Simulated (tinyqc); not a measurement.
Worked calculation: Koster-Slater impurity in an sp3s* host. Values are carried at full precision from step to step, so a last printed digit may differ when a step is redone from the rounded ones.

sp3s* tight binding, nearest neighbours only: anion (a) at 0, cation (c) at a/4 (1,1,1), orbitals s, px, py, pz, s* on each; k in units of 2 pi/a. With phases e_j = exp(i (pi/2) k.n_j) for n = (1,1,1), (1,-1,-1), (-1,1,-1), (-1,-1,1): g0 = (e1+e2+e3+e4)/4, g1 = (e1+e2-e3-e4)/4, g2 = (e1-e2+e3-e4)/4, g3 = (e1-e2-e3+e4)/4. The diagonal holds the levels Esa, Epa, Exa (s*) and Esc, Epc, Exc. Anion-cation block: <sa|sc> = Vss g0; <sa|xc> = Vsapc g1; <xa|sc> = -Vscpa g1; <xa|xc> = Vxx g0; <xa|yc> = <ya|xc> = Vxy g3, <xa|zc> = <za|xc> = Vxy g2, <ya|zc> = <za|yc> = Vxy g1; <s*a|xc> = Vxapc g1; <xa|s*c> = -Vpaxc g1; y and z take g2 and g3 in place of g1; s-s* and s*-s* vanish.

Values chosen for the exercise (out of a larger set: near a published set for diamond; not measured data): p = (-4.537, 3.835, -4.537, 3.835, 11.355, 11.355, -22.708, 3.853, 11.675, 15.255, 15.255, 8.181, 8.181) eV (order Esa, Epa, Esc, Epc, Exa, Exc, Vss, Vxx, Vxy, Vsapc, Vscpa, Vxapc, Vpaxc); N = 6 (mesh); V = 33.9 eV (shift of the p levels).

## The gap of the host

Gaps from the top of the valence band to Gamma, to the minimum on (x,0,0) from 0.5 to 1, and to L; the smallest is Eg.

top of the valence band on the scale of the parameters = -0.0180 eV

gaps (eV): Gamma 7.7060, Delta 5.3639, L 7.6273

Eg (smallest gap of the host) = 5.3639 eV

## Where the weight lies

A defect on an anion site (a) shifts the s level there by Vs or the three p levels by Vp and leaves the rest. A level in the gap solves 1/Vs = G_s(E) (symmetry A1) or 1/Vp = G_p(E) (T2, threefold), with G(E) = (1/N^3) sum over k and bands of w/(E - e), where w is the weight of the state on the s orbital of that site, or the mean weight on its px, py, pz. Mesh: k = f1 (-1,1,1) + f2 (1,-1,1) + f3 (1,1,-1), f = (j + 1/2)/N, j = 0 to N - 1. Energies from the top of the valence band at Gamma; the s* orbital of the site is left as it is. An infinite shift removes the s or p orbitals, the model of the ideal vacancy: G(E) = 0.

For each band: mean energy over the mesh and summed weights; each column of weights adds to one.

Bands:

| band | mean energy (eV) | s weight | p weight |
|---|---|---|---|
| 1 | -21.503 | 0.3931 | 0.0338 |
| 2 | -12.621 | 0.1608 | 0.1049 |
| 3 | -6.087 | 0.0069 | 0.1641 |
| 4 | -4.919 | 0.0033 | 0.1653 |
| 5 | 6.564 | 0.0613 | 0.0519 |
| 6 | 9.466 | 0.1235 | 0.0414 |
| 7 | 12.792 | 0.0117 | 0.1467 |
| 8 | 13.811 | 0.0128 | 0.1419 |
| 9 | 18.613 | 0.0984 | 0.0693 |
| 10 | 20.710 | 0.1283 | 0.0808 |

The filled bands hold 0.564 of the s orbital and 0.468 of each p orbital of the anion. Filled states add positive terms to G in the gap and empty ones negative terms.

## Green functions across the gap

G at nine energies E = Eg j/8.

G(E) (1/eV):

| E (eV) | G_s | G_p |
|---|---|---|
| 0.0000 | -0.00370 | 0.04876 |
| 0.6705 | -0.00792 | 0.02918 |
| 1.3410 | -0.01245 | 0.01681 |
| 2.0115 | -0.01754 | 0.00644 |
| 2.6820 | -0.02354 | -0.00331 |
| 3.3525 | -0.03102 | -0.01339 |
| 4.0230 | -0.04112 | -0.02501 |
| 4.6934 | -0.05677 | -0.04090 |
| 5.3639 | -0.09528 | -0.07913 |

Both fall with E, as dG/dE = -sum w/(E - e)^2 demands. G_s keeps its sign, so the vacancy has no level of this symmetry in the gap. G_p changes sign, so the vacancy has a level of this symmetry in the gap.

## A first estimate from the table

A defect that shifts the p level of its anion site by V has a level where the host Green function G_p(E) equals 1/V; E is counted from the top of the valence band. Find it by linear interpolation between the two rows that bracket it.

1/V = 0.02950 1/eV
estimated level = 0.659 eV

## The level and its weight on the defect

Solve by bisection with the full sum. The weight of the bound state on the shifted orbital is G^2/(-G'), which is also dE/dV.

level = 0.6554 eV
G'(E) = -0.02141 1/eV^2
weight on the defect orbital = 0.0406

The level lies 0.655 eV above the valence band and 4.709 eV below the conduction band. Only 4.1 % of it sits on the shifted orbital, the rest on other orbitals, so a shift of 1 eV moves the level by about 41 meV.

## Checks

- Sum of the s weights over all bands against one: both 1.00000.
- First moment of the s weights against the s level of the site, on the scale of the parameters: both -4.53700.

Run: tinyqc, `OMP_NUM_THREADS=1 python tinyqc.py 1452813 1452814 out.jsonl`; Intel(R) Xeon(R) Processor @ 2.30GHz, one thread, shared host; about 0.04 s of CPU time with all checks.
